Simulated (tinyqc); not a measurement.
Worked calculation: coherent transport through a tight-binding region between two chains. One step of it, computed by the program tinyqc.

Question. Transmission at E = 0.01 eV. Surface Green function g = (E - i sqrt(4 t^2 - E^2)) / (2 t^2); self-energy tc^2 g on each contact site; G = (E - H - Sigma)^(-1); Gamma = -2 Im Sigma; T = Gamma_L Gamma_R |G_LR|^2; local density of states -Im G_ii / pi.

H of the central region (eV):
```
           1          2
1   0.000000  -0.570000
2  -0.570000   0.000000
```

Leads: semi-infinite chains with site energy 0:
```
parameter                           value
lead hopping t (eV)              1.170000
coupling to the left lead (eV)   0.760000
coupling to the right lead (eV)  0.780000
left contact site                       1
right contact site                      2
```

E = 0.010000 eV

Give: g; G; local density of states; transmission.

Answer.

g = 0.004-0.855i 1/eV

G (1/eV):
```
               1              2
1  -0.001-0.894i   0.980+0.013i
2   0.980+0.013i  -0.002-0.849i
```

local density of states (1/eV): 0.285  0.270

transmission = 0.986
